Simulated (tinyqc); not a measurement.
Inside a calculation. Model: capacitance of parallel on-chip lines from Laplace's equation on a mesh.

Numbers from tinyqc (`OMP_NUM_THREADS=1 python tinyqc.py 2790105 2790106 out.jsonl`; about 1 s on one thread of a shared Intel Xeon 2.30GHz). Printed values are rounded.

Cross-section of an endless row of equal lines between two grounded planes; neighbours are driven in antiphase (+1 V and -1 V), so the plane midway between two lines is at 0 V. By symmetry one quarter is solved: x runs from the centre of a line (column 0, mirror) to that midplane (column 3, 0 V), y from the mid-height of the line (row 0, mirror) to the ground plane (row 3, 0 V). The line fills columns 0 to 1 and rows 0 to 1 at 1 V. Cells beside the line (below row 1) have e2, cells above have e1. Each link between nodes has the conductance g = mean permittivity of the two cells beside it (a cell beyond a mirror counts as 0), and the free nodes obey sum g (V_neighbour - V) = 0.

Inputs (values chosen for the exercise):
```
symbol,value,unit,meaning
e1,2.7,,relative permittivity above and below the lines
e2,1,,relative permittivity between the lines
om,1,,over-relaxation factor
```

Constants: eps0 = 8.8541878128e-12 F/m. Results are converted to the units shown.

## Link conductances

gx[j, i] joins node (row j, column i) to column i + 1, gy[j, i] to row j + 1.

gx:
```
,col 0,col 1,col 2
row 0,0.5,0.5,0.5
row 1,1.85,1.85,1.85
row 2,2.7,2.7,2.7
row 3,1.35,1.35,1.35
```

gy:
```
,col 0,col 1,col 2,col 3
row 0,0.5,1,1,0.5
row 1,1.35,2.7,2.7,1.35
row 2,1.35,2.7,2.7,1.35
```

## Iteration 1: relaxation sweep

V at the start (V):
```
,col 0,col 1,col 2,col 3
row 0,1,1,0,0
row 1,1,1,0,0
row 2,0,0,0,0
row 3,0,0,0,0
```

One sweep visits the free nodes row by row from row 0, left to right, and replaces V by V + om (weighted mean of the neighbours - V), using new values at once.

V after sweep 1 (V):
```
,col 0,col 1,col 2,col 3
row 0,1.00000,1.00000,0.25000,0.00000
row 1,1.00000,1.00000,0.28378,0.00000
row 2,0.25000,0.31250,0.14907,0.00000
row 3,0.00000,0.00000,0.00000,0.00000
```

## Iteration 2: relaxation sweep

As before.

V after sweep 2 (V):
```
,col 0,col 1,col 2,col 3
row 0,1.00000,1.00000,0.39189,0.00000
row 1,1.00000,1.00000,0.35735,0.00000
row 2,0.40625,0.38883,0.18654,0.00000
row 3,0.00000,0.00000,0.00000,0.00000
```

## Course of the relaxation

Stop when no node changes by 1e-7 V. C = 4 eps0 sum g (difference of V along the link)^2, in aF/um.

Course of the iteration:
```
sweep,C (aF/um),largest change (V)
1,143.327,0.312
2,133.048,0.156
3,132.412,0.0382
4,132.372,9.45e-3
5,132.369,2.36e-3
6,132.369,5.88e-4
7,132.369,1.47e-4
8,132.369,3.67e-5
9,132.369,9.18e-6
10,132.369,2.30e-6
11,132.369,5.74e-7
12,132.369,1.43e-7
13,132.369,3.59e-8
```

Converged in 13 sweeps. Over the last four sweeps the change shrinks by about 0.25 a sweep. C comes down from above, since the solution minimises the energy.

## Capacitance per length

converged V (V):
```
,col 0,col 1,col 2,col 3
row 0,1.00000,1.00000,0.44112,0.00000
row 1,1.00000,1.00000,0.38224,0.00000
row 2,0.45701,0.41402,0.19907,0.00000
row 3,0.00000,0.00000,0.00000,0.00000
```

C = 4 eps0 sum g (difference of V)^2 over all links (twice the energy of the four quarters, line at 1 V). Plate estimate without fringing: eps0 [2 e1 w/hd + 2 e2 t/(s/2)], w = 2 hx, t = 2 hx, s/2 = 2 hx, hd = 2 hx.

C = 132.369 aF/um
plate estimate = 65.5210 aF/um

C depends on the shape only, not on the mesh step hx. Meshes 6, 12 and 24 times finer extrapolate (Aitken) to 114.9 aF/um; this mesh is 15 % above that, and the plate estimate is 43 % below it.
